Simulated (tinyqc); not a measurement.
Luttinger-Kohn k.p, four valence bands, step by step. One step of it, computed by the program tinyqc.

Problem. Levels at k. Diagonalise the Hermitian matrix.

H(k) at k (eV), lower triangle (Hermitian):
```
                      3/2                  1/2                -1/2      -3/2
3/2              0.042829
1/2   -0.018283+0.013712i             0.039291
-1/2  -0.002582+0.018986i             0.000000            0.039291
-3/2             0.000000  -0.002582+0.018986i  0.018283-0.013712i  0.042829
```

Give: eigenvalues.

Solution.

eigenvalues (eV): 0.011  0.011  0.071  0.071
